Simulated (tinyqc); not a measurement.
Changing the transverse velocity vT_2: thermal boundary conductance by the acoustic and diffuse mismatch models. Computed by tinyqc, a small Python program. Command: `OMP_NUM_THREADS=1 python tinyqc.py 3017526 3017527 out.jsonl kapitza sweep`. One thread of a shared host (Intel(R) Xeon(R) Processor @ 2.30GHz), about 0.01 s of CPU time with the checks.

Each side has one longitudinal and two transverse Debye branches, omega = v q up to q_D = (6 pi^2 n)^(1/3), with n counting all atoms. Scattering at the interface is elastic. Electrons are left out of G, also for metals. Melting is ignored. G refers to the temperatures of the phonons sent towards the interface. Linear branches over all atoms overstate G at high T, most for crystals with several atoms a cell.

Inputs (values chosen for the exercise, modelled on tungsten (side 1) and lead (side 2)):
```
quantity,value,unit
density rho_1,19.7,g/cm^3
longitudinal velocity vL_1,5100,m/s
transverse velocity vT_1,2860,m/s
atom density n_1,63.6,1/nm^3
density rho_2,11.2,g/cm^3
longitudinal velocity vL_2,2420,m/s
atom density n_2,32.5,1/nm^3
conductivity kappa_2,35.5,W/(m K)
temperature T,50,K
```

Structure: superlattice.

Constants: hbar = 1.054571817e-34 J s; k_B = 1.380649e-23 J/K.

Method:
- omega_c = v q_D for each branch, given as hbar omega_c/k_B; impedance Z = rho v.
- No mode conversion. t(theta) = 4 Z_1 Z_2 cos(theta_1) cos(theta_2)/N^2, with N = Z_2 cos(theta_1) + Z_1 cos(theta_2) for L (the form for pressure waves) and N = Z_1 cos(theta_1) + Z_2 cos(theta_2) for both T branches (the form for shear waves polarised along the interface); sin(theta_2) = (v_2/v_1) sin(theta_1), and t = 0 beyond the critical angle arcsin(v_1/v_2); the mean over the incoming flux is alpha = 2 int t sin(theta_1) cos(theta_1) d theta_1 (64 Gauss-Legendre points).
- A phonon forgets its side and branch: alpha(1 to 2) = S_2/(S_1 + S_2), S_i = 1/vL_i^2 + 2/vT_i^2.
- G = (k_B^4 T^3/(8 pi^2 hbar^3)) int W(x) x^4 e^x/(e^x - 1)^2 dx, x = hbar omega/(k_B T). Acoustic mismatch: W = sum over the three branches of alpha(1 to 2)/v_1^2, each up to the lower of its two cut-offs. Diffuse mismatch: W = S_1 S_2/(S_1 + S_2), where S_i sums 1/v^2 over the branches of side i still below their cut-off. Radiation limit: W = min(S_1, S_2). The integral is split at the four cut-offs (64 Gauss-Legendre points a piece, x at most 45).
- Boundary resistance R = 1/G and Kapitza length kappa_2/G use the diffuse value.

One run for each value:
```
transverse velocity vT_2 (m/s),"diffuse alpha, 1 to 2","G, diffuse mismatch (MW/(m^2 K))","G, acoustic mismatch (MW/(m^2 K))","G, radiation limit (MW/(m^2 K))"
605,0.95219,74.71,16.406,116.33
708,0.93632,76.69,18.617,117.80
969,0.89048,83.53,28.108,123.44
1130,0.85992,88.70,37.014,128.29
1330,0.82141,95.56,51.268,135.67
1550,0.78000,102.98,70.510,145.21
1820,0.73243,110.94,97.825,158.29
```

Give the missing row, transverse velocity vT_2 (m/s) = 828.

Computed row; columns: (1) transverse velocity vT_2 (m/s); (2) diffuse alpha, 1 to 2; (3) G, diffuse mismatch (MW/(m^2 K)); (4) G, acoustic mismatch (MW/(m^2 K)); (5) G, radiation limit (MW/(m^2 K)):
```
(1)      (2)    (3)     (4)     (5)
828  0.91606  79.54  22.246  120.05
```

Interpolating between the two neighbouring rows (linearly) misses most in G, acoustic mismatch (MW/(m^2 K)), by 3.3 %. Over the rows, diffuse alpha, 1 to 2 falls from 0.952 to 0.732 (exponent d ln y / d ln x -0.11 between the first rows and -0.39 between the last); G, diffuse mismatch (MW/(m^2 K)) rises from 74.7 to 111 (exponent d ln y / d ln x 0.17 between the first rows and 0.46 between the last); G, acoustic mismatch (MW/(m^2 K)) rises from 16.4 to 97.8 (exponent d ln y / d ln x 0.80 between the first rows and 2.0 between the last). A slower side 2 offers more states (S_2 ~ 1/v^2), which raises the diffuse transmission from side 1, but it also lowers its cut-off, which narrows the window of shared frequencies once it lies below the cut-offs of side 1.

Caution (all rows): kappa_2 is of room-temperature size, so the Kapitza length is only nominal at this T. Caution (rows 605, 708, 828, 969, 1130): at this temperature short waves carry the heat; linear branches up to q_D overstate their velocity, and inelastic processes, left out here, grow with T.
